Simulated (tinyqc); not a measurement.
Ten-year voltage from two stress tests.

Inverse problem. Lifetimes follow tau = t0 exp(B/Vd). Ten years are 3.15576e8 s. Find B, t0 and the drain voltage for ten years.

lifetimes at Vd = 3.8 and 4.3 V (s): [26000, 584.924145]

Answer. ln(tau) is linear in 1/Vd.

B = 124 V
t0 = 1.75e-10 s
ten-year voltage = 2.95 V

Numbers from tinyqc (`OMP_NUM_THREADS=1 python tinyqc.py 2550125 2550126 out.jsonl`; about 0.01 s on one thread of a shared Intel Xeon 2.30GHz).
